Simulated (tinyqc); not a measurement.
Free and trapped electrons in a MOS channel with a dense trap tail: one step of the calculation.

p-type body, charge-sheet picture, full ionisation (an idealisation for deep acceptors), Boltzmann statistics for free electrons. e = Ec - EF at the surface. Acceptor-like traps of density D(E) = D0 + De exp(-E/Ew) at depth E below Ec, from 0 to Eu, hold n_t = integral of D(E)/(1 + exp((e - E)/Vt)). psi = Eg - Vt ln(Nv/Na) - e; N_dep = sqrt(2 eps0 eps_r Na (psi - Vt)/q); n_f = sqrt(N_dep^2 + 2 eps0 eps_r Vt Nc exp(-e/Vt)/q) - N_dep; Vg = Vfb + psi + q (N_dep + n_t + n_f)/Cox, Cox = eps0 eox/tox.

Task. Trapped charge. Trapezoid rule on 13 equal steps from 0 to Eu, f = 1/(1 + exp((e - E)/Vt)).

Parameters, values chosen for the exercise; band and dielectric values close to those of 4H silicon carbide:
- T = 250 K (temperature)
- D0 = 8.1e10 cm^-2 eV^-1 (constant background density of acceptor-like traps)
- De = 5.2e12 cm^-2 eV^-1 (density of the tail at the conduction edge)
- Ew = 0.05 eV (decay energy of the tail)
- Eu = 0.54 eV (depth below Ec down to which the traps reach)
- e = 0.046 eV (Ec - EF at the surface)

Constants: q = 1.602176634e-19 C, kB = 1.380649e-23 J/K, Vt = kB T/q. Results are converted to the units shown.

Find: E; D(E) f; n_t.

Result.

```
point   E (eV)  D(E) f (cm^-2 eV^-1)
0            0              5.583e11
1      0.04154              1.052e12
2      0.08308              9.061e11
3       0.1246              4.982e11
4       0.1662              2.674e11
5       0.2077              1.626e11
6       0.2492              1.166e11
7       0.2908              9.650e10
8       0.3323              8.775e10
9       0.3738              8.394e10
10      0.4154              8.228e10
11      0.4569              8.156e10
12      0.4985              8.124e10
13      0.5400              8.111e10
```

n_t = 1.593e11 cm^-2

tinyqc, about 0.02 s, one thread, Intel Xeon 2.30GHz (shared host): `OMP_NUM_THREADS=1 python tinyqc.py 2222053 2222054 out.jsonl`
